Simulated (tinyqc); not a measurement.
Fermi-level pinning from two metals.

Question. Cowley-Sze model with the space charge neglected: phiB = S (phiM - chi) + (1 - S)(Eg - phi0), S = 1/(1 + q Dit dl/(eps0 ei)), dl in cm. Find S, phi0 and Dit.

Inputs (values chosen for the exercise); band and dielectric values those of a made-up semiconductor:
- Eg = 1.08 eV (band gap)
- chi = 4.94 eV (electron affinity)
- dl = 0.4 nm (thickness of the interfacial layer)
- ei = 1 (relative permittivity of the interfacial layer)

Constants: q = 1.602176634e-19 C, eps0 = 8.8541878128e-14 F/cm where lengths are in cm. Results are converted to the units shown.

barriers for metals with phiM = 5.17 and 6.05 eV (eV): 0.69632817  0.83020310

Answer. S is the slope of phiB against phiM; either barrier then gives phi0, and S gives Dit.

S = 0.152
phi0 = 0.300 eV
Dit = 7.70e13 cm^-2 eV^-1

Numbers from tinyqc (`OMP_NUM_THREADS=1 python tinyqc.py 2020028 2020029 out.jsonl`; about 0.07 s on one thread of a shared Intel Xeon 2.30GHz).
